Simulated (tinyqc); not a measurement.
Bandgap voltage reference from two bipolar transistors: two steps of the calculation.

Two transistors of area 1 and N carry the same current I. Is(T) = Is (T/T0)^eta exp[(Vg0 q/kB)(1/T0 - 1/T)], VBE1 = Vt ln(I/Is(T)) + I rb, VBE2 = Vt ln(I/(N Is(T))) + I rb/N. The amplifier forces I R1(T) = VBE1 - VBE2 + Vos, with R(T) = R (1 + tc (T - T0)) for both resistors, and the output is Vref = VBE1 + I R2(T). Base currents and the Early effect are neglected.

Inputs (values chosen for the exercise); values of the order met in silicon bipolar transistors:
- T0 = 323 K (reference temperature)
- Vg0 = 1.158 V (band-gap voltage extrapolated to 0 K)
- eta = 4.4 (temperature exponent of the saturation current)
- Is = 2.6e-17 A (saturation current of the unit transistor at T0)
- N = 8 (area ratio of the second transistor)
- R1 = 26 kohm (resistor across which the difference of VBE falls, at T0)
- tc = 0 ppm/K (temperature coefficient of both resistors)
- Vos = 0 mV (offset of the amplifier)
- rb = 0 ohm (series resistance of the unit transistor)
- R2 = 235.6 kohm (output resistor at T0)
- T = 273 K (temperature)

Constants: q = 1.602176634e-19 C, kB = 1.380649e-23 J/K. Results are converted to the units shown.

Problem 1. Operating point at another temperature. Vt = kB T/q; I = (Vt ln N + Vos)/(R1(T) - rb (1 - 1/N)).

Give: Vt; I; Is(T); VBE1; I R2; Vref.

Solution 1.

Vt = 0.02353 V
I = 1.882 uA
Is(T) = 6.087e-21 A
VBE1 = 0.7849 V
I R2 = 0.4433 V
Vref = 1.228 V

From T0 to T, VBE1 changes by 84.2 mV and I R2 by -81.2 mV, which leaves 3.06 mV in Vref.

Problem 2. Resistor for zero slope at T0, ideal case. With tc = 0, Vos = 0 and rb = 0 the current is proportional to T, dVBE/dT = (VBE - Vg0 - (eta - 1) Vt)/T, and Vref has zero slope at T0 when Vref = Vg0 + (eta - 1) Vt0. Find VBE1, its slope, that Vref, R2/R1 and the curvature d2Vref/dT2 = -(eta - 1) kB/(q T0).

Wanted: VBE1; dVBE/dT; Vref; R2/R1; curvature.

Solution 2.

VBE1 = 0.70067 V
dVBE/dT = -1.7089 mV/K
Vref = 1.2526 V
R2/R1 = 9.5365
curvature = -0.90709 uV/K^2

tinyqc, about 0.02 s, one thread, Intel Xeon 2.30GHz (shared host): `OMP_NUM_THREADS=1 python tinyqc.py 2062057 2062058 out.jsonl`
